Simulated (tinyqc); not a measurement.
Worked calculation: grain-boundary trapping model (Seto) of a polycrystalline semiconductor film. Computed by tinyqc, a small Python program that keeps every step. Command: `OMP_NUM_THREADS=1 python tinyqc.py 3000634 3000635 out.jsonl poly walk`. One thread of a shared host (Intel(R) Xeon(R) Processor @ 2.30GHz), about 0.01 s of CPU time with the checks. Intermediate numbers are printed to about 6 digits and carried at full precision; extremes and crossings named in words are read from the listed rows.

Grains of equal size L are joined by thin boundaries with one trap level. Trapped carriers deplete a width W on each side and raise a barrier, crossed by thermionic emission. Dopants are fully ionised, statistics are non-degenerate and mu_g does not depend on T.

Inputs (values chosen for the exercise, modelled on polycrystalline silicon):
```
quantity,value,unit
permittivity eps,11.7,-
effective mass m,0.39,m_0
"effective density of states at 300 K, N_c",2e+19,1/cm^3
grain size L,390,nm
trap density Q_t,1.2e+12,1/cm^2
trap level E_t below the band edge,0.52,eV
doping N,8.2e+15,1/cm^3
mobility inside the grains mu_g,120,cm^2/(V s)
temperature T,250,K
```

Grain interior: resistance included.

Constants: e = 1.602176634e-19 C; eps_0 = 8.8541878128e-12 F/m; k_B = 8.617333262e-05 eV/K; m_0 = 9.1093837015e-31 kg; k_B = 1.380649e-23 J/K.

## Critical doping

If all traps fill, the grain is just depleted at N* = Q_t/L, with the barrier e Q_t L/(8 eps eps_0).

N* = 3.07692e+16 1/cm^3

barrier at N* with all traps filled = 0.904756 V

The traps stay filled only while e V_B is below E_t - k_B T ln(N_c(T)/N*) = 0.386 eV. The barrier above exceeds that or lies within 2 k_B T of it, so band bending brings the traps close to or above E_F before all fill, and the real maximum is lower.

## Barrier

N_c(T) = N_c (T/300 K)^(3/2). Filled traps Q = Q_t/(1 + (1/2) exp((E_t* - E_F)/k_B T)), where E_t* = e V_B - E_t and E_F are counted from the band edge at the grain centre. Partial depletion: Q = 2 N W, V_B = e N W^2/(2 eps eps_0), E_F = k_B T ln(N/N_c); solve for W. If that W would exceed L/2 the grain is fully depleted: W = L/2, Q = N L, and E_F follows from the trap equation. Centre density n_0 = N_c exp(E_F/k_B T).

depletion width W = 195 nm

barrier V_B = 0.241118 V

E_F = -0.315627 eV

centre density n_0 = 6.59938e+12 1/cm^3

The grain is fully depleted, and n_0 is 8.05e-4 of N.

## Resistivity and effective mobility

Boundary: sigma_b = L e^2 n_0 exp(-e V_B/k_B T)/sqrt(2 pi m k_B T); drift through the grain, depleted parts included: rho_g = [(1 - 2W/L) + (2W/L) int_0^1 exp(y^2 s^2) ds]/(e n_0 mu_g); rho = 1/sigma_b + rho_g. Mean carrier density n_av = n_0 [(1 - 2W/L) + (2W/L) (sqrt(pi)/2) erf(y)/y], y = sqrt(e V_B/k_B T); effective mobility 1/(e n_av rho).

boundary resistivity = 9.64065e+06 ohm cm

drift resistivity rho_g = 2.68981e+07 ohm cm

resistivity rho = 3.65388e+07 ohm cm

mean carrier density = 1.74819e+12 1/cm^3

effective mobility = 0.0977117 cm^2/(V s)

A single crystal with the same N and mu_g would have 6.34 ohm cm, a factor 5.76e6 lower.

## Activation energy

E_a = d ln(rho)/d(1/k_B T) from T - 5 K and T + 5 K; temperature coefficient d ln(rho)/dT.

activation energy E_a = 0.532638 eV

temperature coefficient = -9.89358 %/K

E_a is close to the trap depth E_t = 0.52 eV, since carriers must leave the traps.

## Against the doping

The formulas are those given above.

The same film:
```
N (1/cm^3),W (nm),V_B (V),mean density (1/cm^3),mobility (cm^2/(V s)),rho (ohm cm)
9.20e+14,195.000,0.027052,1.89979e+07,1.00810e+02,3.25898e+09
3.10e+15,195.000,0.091154,8.28281e+08,2.57427e+01,2.92724e+08
7.70e+15,195.000,0.226415,8.37578e+11,1.78270e-01,4.18010e+07
1.50e+16,183.230,0.389432,3.84328e+15,1.51397e-04,1.07268e+07
2.50e+16,141.831,0.388889,1.06094e+16,1.08743e-04,5.40999e+06
3.70e+16,116.056,0.385374,1.95933e+16,1.13488e-04,2.80694e+06
6.20e+16,87.587,0.367806,4.01247e+16,2.34489e-04,6.63370e+05
1.20e+17,49.995,0.231943,9.75435e+16,1.05798e-01,6.04804e+02
3.10e+17,19.355,0.089802,2.92535e+17,4.36953e+01,4.88289e-01
1.20e+18,5.000,0.023199,1.19177e+18,1.13709e+02,4.60578e-02
```

The barrier peaks among these rows at N = 1.5e16 (0.389 V) and the mobility has its minimum at 2.5e16; N* is 3.1e16. While the grain is fully depleted (W = L/2) V_B grows as N; once all traps are filled it falls as 1/N (last exponent -1.00). From 1.5e16 to 6.2e16 it is pinned, because the trap level has met E_F and the traps fill only in part. Partly depleted rows (W < L/2) with e V_B below 2 k_B T stretch the depletion approximation. rho drops most steeply, as N^-10.6, between 6.2e16 and 1.2e17.

Checks made by the program: charge in the traps against the depleted charge (relative difference 2e-10).
